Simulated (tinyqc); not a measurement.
## Free and trapped electrons in a MOS channel with a dense trap tail: effect of the acceptor density

p-type body, charge-sheet picture, full ionisation (an idealisation for deep acceptors), Boltzmann statistics for free electrons. e = Ec - EF at the surface. Acceptor-like traps of density D(E) = D0 + De exp(-E/Ew) at depth E below Ec, from 0 to Eu, hold n_t = integral of D(E)/(1 + exp((e - E)/Vt)). psi = Eg - Vt ln(Nv/Na) - e; N_dep = sqrt(2 eps0 eps_r Na (psi - Vt)/q); n_f = sqrt(N_dep^2 + 2 eps0 eps_r Vt Nc exp(-e/Vt)/q) - N_dep; Vg = Vfb + psi + q (N_dep + n_t + n_f)/Cox, Cox = eps0 eox/tox.

Vfb is held fixed. VT is the Vg for n_f = 1e11 cm^-2; swing ln 10 n_f/(dn_f/dVg) at n_f = 1e8 cm^-2; the last three columns are for Vg = VT + 4.2 V, with free share n_f/(n_f + n_t) and field-effect mobility mf q (dn_f/dVg)/Cox; there EF is near the band edge, where Boltzmann statistics are rough.

Inputs (values chosen for the exercise); band and dielectric values close to those of 4H silicon carbide: temperature T = 300 K; band gap Eg = 3.23 eV; relative permittivity eps_r = 9.74; conduction-band density of states at T Nc = 1.68e19 cm^-3; valence-band density of states at T Nv = 2.54e19 cm^-3; relative permittivity of the insulator eox = 3.9; insulator thickness tox = 53 nm; flat-band voltage without trapped charge Vfb = -2.29 V; constant background density of acceptor-like traps D0 = 9.3e10 cm^-2 eV^-1; density of the tail at the conduction edge De = 6.5e13 cm^-2 eV^-1; decay energy of the tail Ew = 0.11 eV; depth below Ec down to which the traps reach Eu = 0.81 eV; mobility of free electrons mf = 63 cm^2/(V s).

Constants: q = 1.602176634e-19 C, kB = 1.380649e-23 J/K, Vt = kB T/q, eps0 = 8.8541878128e-14 F/cm where lengths are in cm. Results are converted to the units shown.

Results:
columns A: Na (cm^-3); B: e at VT (eV); C: VT (V); D: q n_t/Cox at VT (V); E: swing (mV/decade); F: n_f (cm^-2); G: free share (%); H: field-effect mobility (cm^2/(V s))
```
A           B      C      D      E         F      G      H
1e15   0.1201  7.799  6.567  727.9  4.035e11  9.053  14.88
2e15   0.1128  8.434  6.996  785.5  4.094e11  8.840  15.44
6e15   0.1004  9.718  7.787  888.7  4.157e11  8.393  16.36
1e16  0.09428  10.46  8.199  942.3  4.174e11  8.151  16.79
8e16  0.06847  15.05  10.14   1208  4.249e11  7.198  19.10
2e17  0.05677  18.38  11.10   1357  4.379e11  6.964  21.06
5e17  0.04496  23.11  12.10   1533  4.668e11  6.985  24.45
```

Estimate the missing row, Na = 3e16 cm^-3.

Computed row:
columns A: Na (cm^-3); B: e at VT (eV); C: VT (V); D: q n_t/Cox at VT (V); E: swing (mV/decade); F: n_f (cm^-2); G: free share (%); H: field-effect mobility (cm^2/(V s))
```
A           B      C      D     E         F      G      H
3e16  0.08082  12.50  9.174  1072  4.199e11  7.614  17.82
```

With this row back in the table: As Na goes from 1e15 to 5e17, VT rises from 7.80 to 23.1 V, its part due to traps rises from 6.57 to 12.1 V, the swing rises from 728 to 1530 mV/decade and the field-effect mobility rises from 14.9 to 24.4 cm^2/(V s). Most of the rise of VT is depletion charge; the trap part grows since the same n_f needs EF nearer the band edge at heavier doping. For Na = 5e17 e is under 2 Vt already at VT, so VT too is rough.

Program tinyqc, `OMP_NUM_THREADS=1 python tinyqc.py 2222194 2222195 out.jsonl`; Intel Xeon 2.30GHz, shared host, one thread, about 0.02 s.
